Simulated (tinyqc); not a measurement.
Inside a calculation: carbon nanotube by zone folding. Values are carried at full precision from step to step, so a last printed digit may differ when a step is redone from the rounded ones.

Circumference C = n a1 + m a2, a = sqrt3 acc; d = a sqrt(n^2 + nm + m^2)/pi; tan(theta) = sqrt3 m/(2n + m); dR = gcd(2n + m, 2m + n); T = t1 a1 + t2 a2 with t1 = (2m + n)/dR, t2 = -(2n + m)/dR, |T| = sqrt3 pi d/dR; N = 2 (n^2 + nm + m^2)/dR hexagons a cell. On cutting line mu = 0 to N - 1 at x = k|T|/(2 pi) the phases are p1 = 2 pi (-t2 mu + m x)/N, p2 = 2 pi (t1 mu - n x)/N, and E = -/+ t |1 + exp(i p1) + exp(i p2)|.

Constants: hbar^2/2m0 = 3.80998211 eV angstrom^2.

Inputs chosen for the exercise (near those used for carbon; shifted at random, so the results belong to these values and not to a real crystal):
```
symbol  value  unit      meaning
n       17               chiral index
m       0                chiral index
acc     1.42   angstrom  bond length
t       3      eV        hopping
mu      24               cutting line
x       0.3              position on the line
```

## Geometry

Form d, theta, dR, t1, t2, N and |T|, and (n - m) mod 3.

d = 13.309 angstrom
theta = 0.00 degrees

dR, t1, t2, N: [17, 1, -2, 34]

|T| = 4.260 angstrom
(n - m) mod 3 = 2

The nearest line misses K by a third of the spacing 2/d: semiconducting in zone folding; zigzag, 68 atoms a cell.

## One point of one line

Form the phases and the energy.

p1, p2 (rad): [8.87038, 3.49271]

E of the upper band = 2.4301 eV

## Band edges

The three lowest distinct minima of E along the lines, doubled (the transition between mirror bands), against the cone: 2 t acc j/d with j = 1, 2, 4 for semiconducting and 0, 3, 3 for metallic tubes.

Transitions (eV):
```
order  zone folding    cone
1            0.6511  0.6402
2            1.2316  1.2803
3            2.7160  2.5607
```

Trigonal warping puts the first transition +1.7 % and the second -3.8 % from the cone; the two lines lie on opposite sides of K, where the contours bend oppositely. Measured optical lines also hold self-energy and exciton terms.

## Mass at the first band edge

Cone estimate: E^2 = (Eg/2)^2 + (hbar v k)^2, hbar v = 3 t acc/2, Eg = 2 t acc/d, so m/m0 = c Eg/(hbar v)^2, c = hbar^2/2m0.

hbar v = 6.3900 eV angstrom
Eg = 0.6402 eV
mass = 0.0597 m0

## Checks

- Gap of the zigzag tube against 2t min |1 + 2 cos(q pi/n)|: both 0.651140.

Computed by tinyqc, a small Python program: `OMP_NUM_THREADS=1 python tinyqc.py 1482126 1482127 out.jsonl` (the numbers bound the seed that draws the inputs); one thread of a shared host (Intel(R) Xeon(R) Processor @ 2.30GHz), about 0.03 s for the whole set of steps.
